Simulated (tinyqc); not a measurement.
From one set of inputs to another, one input at a time: capillary instabilities by surface diffusion: grooving and agglomeration of films, edge retraction, wire break-up and smoothing of roughness. Computed by tinyqc, a small Python program. Command: `OMP_NUM_THREADS=1 python tinyqc.py 3004784 3004785 out.jsonl dewet ladder`. One thread of a shared host (Intel(R) Xeon(R) Processor @ 2.30GHz), about 0.01 s of CPU time with the checks.

Isotropic surface energy; shapes change by surface diffusion alone.

The inputs printed are set A. Inputs not listed in the table keep their values of set A, so the rows need not describe a real material.

Inputs (values chosen for the exercise, of the order of those of a gold film):

| quantity | value | unit |
|---|---|---|
| surface energy gamma_s | 1.36 | J/m^2 |
| contact angle on the substrate theta | 105 | degrees |
| atomic volume Omega | 17 | angstrom^3 |
| surface sites nu | 9.1 | 1/nm^2 |
| prefactor D0 | 2.2e-05 | m^2/s |
| activation energy Q | 0.869 | eV |
| temperature T | 441 | K |
| time t | 960 | s |
| film thickness h | 4.2 | nm |
| wire radius r | 5.9 | nm |
| initial ripple over radius | 0.02 | - |

Constants: k_B = 8.617333262e-05 eV/K; k_B = 1.380649e-23 J/K.

Method:
- B = D_s nu gamma_s Omega^2/(k_B T), D_s = D0 exp(-Q/(k_B T)).
- A rim shaped as a circular segment with contact angle theta holds the area h x; its radius r obeys r^2 (theta - sin theta cos theta) = h x. To advance, the edge must carry a strip of the rim height H = r (1 - cos theta) over the rim, driven by the curvature 1/r over the distance r theta (the scaling argument of Brandon and Bradshaw): H dx/dt = B/(theta r^2) gives x^(5/2) = (5/2) B t c^(3/2)/(theta (1 - cos theta) h^(3/2)), c = theta - sin theta cos theta.
- A wire with r + A cos(k z) has dA/dt = (B/r^4) (kr)^2 [1 - (kr)^2] A: unstable for wavelengths above 2 pi r, fastest at kr = 1/sqrt 2 with the rate B/(4 r^4); break-up time about (4 r^4/B) ln(r/A0); each wavelength makes a sphere of radius (3 r^2 lambda_m/4)^(1/3).

Each row keeps all changes above it:

| input moved | from | to | B (nm^4/s) | retraction x (nm) | break-up time (s) |
|---|---|---|---|---|---|
| set A | - | - | 1.5149e+03 | 1.9781e+02 | 1.2516e+01 |
| activation energy Q (eV) | 0.869 | 2.1 | 1.2955e-11 | 4.6672e-04 | 1.4636e+15 |
| contact angle on the substrate theta (degrees) | 105 | 100 | 1.2955e-11 | 4.6561e-04 | 1.4636e+15 |
| atomic volume Omega (angstrom^3) | 17 | 13.6 | 8.2912e-12 | 3.8949e-04 | 2.2869e+15 |
| film thickness h (nm) | 4.2 | 7.1 | 8.2912e-12 | 2.8425e-04 | 2.2869e+15 |
| prefactor D0 (m^2/s) | 2.2e-05 | 7e-06 | 2.6381e-12 | 1.7979e-04 | 7.1875e+15 |
| wire radius r (nm) | 5.9 | 12 | 2.6381e-12 | 1.7979e-04 | 1.2300e+17 |
| surface energy gamma_s (J/m^2) | 1.36 | 2.85 | 5.5284e-12 | 2.4170e-04 | 5.8693e+16 |

B goes from 1510 to 5.53e-12, a factor 3.65e-15 in all. The largest single move comes from activation energy Q (a factor 8.55e-15). Retraction x goes from 198 to 2.42e-4, a factor 1.22e-6 in all. The largest single move comes from activation energy Q (a factor 2.36e-6). Break-up time goes from 12.5 to 5.87e16, a factor 4.69e15 in all. The largest single move comes from activation energy Q (a factor 1.17e14). The single moves hold for this order of the switches; the total does not depend on the order.

Caution (all rows): faceting can stabilise wires along low-index directions. Caution (rows activation energy Q, contact angle on the substrate theta, atomic volume Omega, film thickness h, prefactor D0, wire radius r, surface energy gamma_s): the rim is not yet high against the film, as the scaling law assumes.

Extremes, crossings and ranges named in words are read from the listed rows.
